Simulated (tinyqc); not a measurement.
Equilibrium crystal shape, supported particles, Gibbs-Thomson effect and coarsening: one step, computed by the program tinyqc.

A cubic crystal bounded by {100}, {110} and {111} facets only.

Task: Gibbs-Thomson solubility and coarsening. Spherical precipitates of nearly pure solute with atomic volume Omega: x(r) = x_inf exp(l/r), l = 2 gamma_i Omega/(k_B T). Diffusion-limited coarsening at small volume fraction (Lifshitz-Slyozov-Wagner): r^3 = r0^3 + K t, K = (4/9) D x_inf l; the number density falls as (r0/r)^3. The steady size distribution is assumed from the start, and D and x_inf are inputs that do not follow T.

Inputs (values chosen for the exercise, for a model cubic crystal):

| quantity | value | unit |
|---|---|---|
| temperature T | 875 | K |
| precipitate interface energy gamma_i | 0.44 | J/m^2 |
| solubility x_inf at a flat interface | 0.00091 | - |
| diffusivity D | 4.3e-17 | m^2/s |
| mean radius at the start r0 | 9.2 | nm |
| time t | 1400 | s |

Omega = 16.95 angstrom^3

Constants: k_B = 1.380649e-23 J/K.

Give: capillary length l; x(r0)/x_inf; rate constant K; mean radius at t; number density over its start.

Result:

capillary length l = 1.2347 nm

x(r0)/x_inf = 1.1436

rate constant K = 0.021473 nm^3/s

mean radius at t = 9.3169 nm

number density over its start = 0.96283

The time to double the radius is 7 r0^3/K = 250000 s; t is 0.0055 times that.
